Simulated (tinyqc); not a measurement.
Extended Hueckel theory, for BeH2, step by step. Computed by tinyqc, a small Python program that keeps every step (integrals from PySCF). Settings: charge = 0, K = 1.75, multiplicity = 1. Command: `OMP_NUM_THREADS=1 python tinyqc.py 31640 31641 out.jsonl` (the two numbers bound the seeds that draw the settings). One thread of a shared host (Intel(R) Xeon(R) Processor @ 2.60GHz), about 0.01 s of CPU time with the checks.

## Overlaps

Geometry (angstrom):
```
atom,x,y,z
Be,0.000000,0.000000,0.000000
H,0.000000,1.275000,0.106000
H,0.000000,-1.275000,0.106000
```

Parameters chosen for this run:
```
element,shell,Slater exponent,H_ii (eV)
H,1s,1.300000,-13.600000
Be,2s,0.975000,-10.000000
Be,2p,0.975000,-6.000000
```

Slater orbitals, each expanded in six Gaussians scaled to its exponent.

overlap S, lower triangle:
```
,1Be 2s,1Be 2px,1Be 2py,1Be 2pz,2H 1s,3H 1s
1Be 2s,1.000000
1Be 2px,0.000000,1.000000
1Be 2py,0.000000,0.000000,1.000000
1Be 2pz,0.000000,0.000000,0.000000,1.000000
2H 1s,0.472658,0.000000,0.552526,0.045936,1.000000
3H 1s,0.472658,0.000000,-0.552526,0.045936,0.038723,1.000000
```

## Wolfsberg-Helmholz matrix

diagonal H_ii (eV): 1Be 2s -10.000000, 1Be 2px -6.000000, 1Be 2py -6.000000, 1Be 2pz -6.000000, 2H 1s -13.600000, 3H 1s -13.600000

K = 1.750000

H_ij = K' S_ij (H_ii + H_jj)/2 for i != j (the diagonal keeps H_ii), with K' = 1.75.

H (eV), lower triangle:
```
,1Be 2s,1Be 2px,1Be 2py,1Be 2pz,2H 1s,3H 1s
1Be 2s,-10.000000
1Be 2px,0.000000,-6.000000
1Be 2py,0.000000,0.000000,-6.000000
1Be 2pz,0.000000,0.000000,0.000000,-6.000000
2H 1s,-9.760388,0.000000,-9.475828,-0.787794,-13.600000
3H 1s,-9.760388,0.000000,9.475828,-0.787794,-0.921602,-13.600000
```

## Orbitals

valence electrons = 4

Solve H C = S C e through S^(-1/2); fill by pairs from the bottom, a degenerate level sharing its electrons equally; each orbital has its largest coefficient positive (the first on a tie).

orbital energies (eV): -15.763331  -13.985584  -6.032990  -6.000000  5.086796  21.104128

occupations: 2.000000  2.000000  0.000000  0.000000  0.000000  0.000000

coefficients:
```
,MO1,MO2,MO3,MO4,MO5,MO6
1Be 2s,0.389354,0.000000,-0.111736,0.000000,1.263408,0.000000
1Be 2px,0.000000,0.000000,0.000000,1.000000,0.000000,0.000000
1Be 2py,0.000000,0.249429,0.000000,0.000000,0.000000,1.636692
1Be 2pz,0.006338,0.000000,0.993126,0.000000,0.144362,0.000000
2H 1s,0.485767,0.569609,0.032079,0.000000,-0.783446,-1.049400
3H 1s,0.485767,-0.569609,0.032079,0.000000,-0.783446,1.049400
```

sum of one-electron energies = -59.497831 eV

## Mulliken analysis

P = C n C^T; charge = valence electrons (H 1, Be 2) minus the sum of (P S)_ii on the atom; overlap population = 2 sum P_ij S_ij between two atoms.

charges: 1Be 0.900143, 2H -0.450071, 3H -0.450071

Overlap populations:
```
pair,value
2-1,0.672155
3-1,0.672155
3-2,-0.013706
```
